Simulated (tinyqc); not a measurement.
Special k points of the fcc lattice: one step. Irreducible points and weights.

Lattice vectors in units of a: a1 = (0, 1/2, 1/2), a2 = (1/2, 0, 1/2), a3 = (1/2, 1/2, 0); reciprocal vectors b_i with a_i . b_j = 2 pi delta_ij. Mesh: k = sum_i f_i b_i with f_i = (2 j_i + shift)/(2 N), j_i = 0 .. N-1. The point group of the lattice has 48 operations; only those that map the mesh onto itself are used.

Inputs chosen for the exercise (out of a larger set: the lattice of Si, GaAs, Cu and Al; not measured data): N = 5 (points along each reciprocal vector); shift = 0 (half steps).

Problem. Join points that an operation carries into one another (modulo reciprocal vectors); list each class by its first point in the order of (j1, j2, ...).

Give: Irreducible points; operations that keep the mesh; irreducible points.

Solution.

Irreducible points:
```
f1          f2      f3  weight
0.0000  0.0000  0.0000       1
0.0000  0.0000  0.2000       8
0.0000  0.0000  0.4000       8
0.0000  0.2000  0.2000       6
0.0000  0.2000  0.4000      24
0.0000  0.2000  0.6000      24
0.0000  0.2000  0.8000      12
0.0000  0.4000  0.4000       6
0.0000  0.4000  0.6000      12
0.2000  0.4000  0.6000      24
```

operations that keep the mesh = 48
irreducible points = 10

The weights add up to 125 = N^3; symmetry saves a factor 12.5.

Program tinyqc; command `OMP_NUM_THREADS=1 python tinyqc.py 1682048 1682049 out.jsonl`; about 0.3 s on one thread of a shared Intel(R) Xeon(R) Processor @ 2.30GHz.
